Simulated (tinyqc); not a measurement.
Inductance and parasitic capacitance from two readings.

Problem. A loss-free coil L in parallel with C shows the apparent inductance L/(1 - w^2 L C), w = 2 pi f. Find L, C and the self-resonance 1/(2 pi sqrt(L C)).

apparent inductance at 3.3 and 5.1 GHz (nH): [9.2446089, 15.922118]

Solution. The inverse of the reading is 1/L - w^2 C, a straight line in w^2.

L = 7.10 nH
C = 76.0 fF
self-resonance = 6.85 GHz

Program tinyqc, `OMP_NUM_THREADS=1 python tinyqc.py 2302034 2302035 out.jsonl`; Intel Xeon 2.30GHz, shared host, one thread, about 0.01 s.
